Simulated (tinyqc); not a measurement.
The 3-omega method: a line heater on a substrate with a thin film: one step, computed by the program tinyqc.

A current at angular frequency omega = 2 pi f heats the line at 2 omega with the amplitude P per length; the temperature swing Delta T at 2 omega gives a voltage at 3 omega. The substrate is taken as semi-infinite and isotropic, and the heat capacity of heater and film is left out.

Problem. Temperature swing of the bare substrate. Delta T_s = (P/(pi kappa)) int_0^infinity (sin x/x)^2 / sqrt(x^2 + (q b)^2) dx with (q b)^2 = i |q b|^2, averaged over the heater width (12 Gauss-Legendre points on each of the pieces 0, 14 log-spaced edges from 1e-5 to 1, and multiples of pi to 40 pi; the tail adds 1/(4 (40 pi)^2)). For |q| b much below 1: Delta T_s = (P/(pi kappa)) [-ln(|q| b) + eta - i pi/4], eta = 3/2 - C_E = 0.92278, with Euler's C_E = 0.5772157.

Inputs (values chosen for the exercise, modelled on silica on gallium oxide): substrate conductivity kappa = 21 W/(m K); substrate heat capacity C = 3.42 1e6 J/(m^3 K); heater half-width b = 5.2 micrometre; power amplitude per length P = 5.3 W/m; current frequency f = 47 Hz.

|q| b = 0.05099888

Give: in-phase Delta T_s; out-of-phase Delta T_s; in-phase, narrow-line form; out-of-phase, narrow-line form.

Solution.

in-phase Delta T_s = 0.3132 K

out-of-phase Delta T_s = -0.06296 K

in-phase, narrow-line form = 0.3132 K

out-of-phase, narrow-line form = -0.06310 K

The narrow-line form misses the in-phase part by -0.01 % and the out-of-phase part by +0.2 % at |q| b = 0.051. Caution: the penetration depth exceeds a fifth of the substrate thickness, so the back face is felt and the semi-infinite formula fails.
